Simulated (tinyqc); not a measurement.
Worked calculation: empirical pseudopotential in a few plane waves. One step of it, computed by the program tinyqc.

Problem. Bloch Hamiltonian at G. Basis: the 15 shortest G (labels in 2 pi/a), the same at every k. H(G,G') = c |k + G|^2 delta + VS(|G-G'|^2) cos((G-G').tau) + i VA sin((G-G').tau), tau = a/8 (1,1,1); 1 Ry = 13.605693 eV.

Parameters chosen for this model: fcc lattice, atoms at +/- a/8 (1,1,1); form factors in rydberg at |G|^2 in units of (2 pi/a)^2:
```
parameter                 value      unit
a                      5.740000  angstrom
VS(3)                 -0.211000        Ry
VS(8)                  0.033000        Ry
VS(11)                 0.070000        Ry
VA(3)                         0        Ry
VA(4)                         0        Ry
VA(11)                        0        Ry
hbar^2/2m (2 pi/a)^2   4.565190        eV
```

k point G (2 pi / a): [0, 0, 0]

Give: H(k) at G.

Solution.

H(k) at G (eV), order +0+0+0, -1-1-1, -1-1+1, -1+1-1, -1+1+1, +1-1-1, +1-1+1, +1+1-1, +1+1+1, -2+0+0, +0-2+0, +0+0-2, +0+0+2, +0+2+0, +2+0+0:
```
[[0.0000, 2.0300, -2.0300, -2.0300, -2.0300, -2.0300, -2.0300, -2.0300, 2.0300, 0.0000, 0.0000, 0.0000, 0.0000, 0.0000, 0.0000],
 [2.0300, 13.6956, 0.0000, 0.0000, -0.4490, 0.0000, -0.4490, -0.4490, 0.0000, -2.0300, -2.0300, -2.0300, -0.6734, -0.6734, -0.6734],
 [-2.0300, 0.0000, 13.6956, 0.4490, 0.0000, 0.4490, 0.0000, 0.0000, -0.4490, -2.0300, -2.0300, 0.6734, 2.0300, -0.6734, -0.6734],
 [-2.0300, 0.0000, 0.4490, 13.6956, 0.0000, 0.4490, 0.0000, 0.0000, -0.4490, -2.0300, 0.6734, -2.0300, -0.6734, 2.0300, -0.6734],
 [-2.0300, -0.4490, 0.0000, 0.0000, 13.6956, 0.0000, 0.4490, 0.4490, 0.0000, 2.0300, -0.6734, -0.6734, -2.0300, -2.0300, 0.6734],
 [-2.0300, 0.0000, 0.4490, 0.4490, 0.0000, 13.6956, 0.0000, 0.0000, -0.4490, 0.6734, -2.0300, -2.0300, -0.6734, -0.6734, 2.0300],
 [-2.0300, -0.4490, 0.0000, 0.0000, 0.4490, 0.0000, 13.6956, 0.4490, 0.0000, -0.6734, 2.0300, -0.6734, -2.0300, 0.6734, -2.0300],
 [-2.0300, -0.4490, 0.0000, 0.0000, 0.4490, 0.0000, 0.4490, 13.6956, 0.0000, -0.6734, -0.6734, 2.0300, 0.6734, -2.0300, -2.0300],
 [2.0300, 0.0000, -0.4490, -0.4490, 0.0000, -0.4490, 0.0000, 0.0000, 13.6956, -0.6734, -0.6734, -0.6734, -2.0300, -2.0300, -2.0300],
 [0.0000, -2.0300, -2.0300, -2.0300, 2.0300, 0.6734, -0.6734, -0.6734, -0.6734, 18.2608, 0.4490, 0.4490, -0.4490, -0.4490, 0.0000],
 [0.0000, -2.0300, -2.0300, 0.6734, -0.6734, -2.0300, 2.0300, -0.6734, -0.6734, 0.4490, 18.2608, 0.4490, -0.4490, 0.0000, -0.4490],
 [0.0000, -2.0300, 0.6734, -2.0300, -0.6734, -2.0300, -0.6734, 2.0300, -0.6734, 0.4490, 0.4490, 18.2608, 0.0000, -0.4490, -0.4490],
 [0.0000, -0.6734, 2.0300, -0.6734, -2.0300, -0.6734, -2.0300, 0.6734, -2.0300, -0.4490, -0.4490, 0.0000, 18.2608, 0.4490, 0.4490],
 [0.0000, -0.6734, -0.6734, 2.0300, -2.0300, -0.6734, 0.6734, -2.0300, -2.0300, -0.4490, 0.0000, -0.4490, 0.4490, 18.2608, 0.4490],
 [0.0000, -0.6734, -0.6734, -0.6734, 0.6734, 2.0300, -2.0300, -2.0300, -2.0300, 0.0000, -0.4490, -0.4490, 0.4490, 0.4490, 18.2608]]
```
